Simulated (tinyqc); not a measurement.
Inversion layer as a triangular well, valleys of the Ge type: one step. Valley masses on the (100) face.

Four ellipsoidal valleys (eight halves) with their long axes along <111>, mass ml along the axis and mt across it. For a valley whose axis makes the angle theta with the surface normal, 1/m_z = cos^2(theta)/ml + sin^2(theta)/mt sets the confinement; in the plane the masses are m_1 = mt and m_2 = ml mt/m_z, and m_d = sqrt(m_1 m_2). The Gamma and Delta valleys are left out; the heavy Delta valleys, about 0.18 eV up, can lie lowest under strong confinement.

Parameters, chosen for this exercise (out of a larger set: near those of Ge; not measured data):
- ml = 1.583 m0 (longitudinal mass)
- mt = 0.083 m0 (transverse mass)
- face = 100 (surface)

Task: Group the valleys by their angle to the normal, heaviest m_z first.

Give: Valleys (masses in m0).

Result:

Valleys (masses in m0):
```
valleys g  cos^2(theta)     m_z     m_1     m_2     m_d
4                0.3333  0.1213  0.0830  1.0830  0.2998
```

All valleys are equivalent on this face.

Run: tinyqc, `OMP_NUM_THREADS=1 python tinyqc.py 1252762 1252763 out.jsonl`; Intel(R) Xeon(R) Processor @ 2.30GHz, one thread, shared host; about 0.01 s of CPU time with all checks.
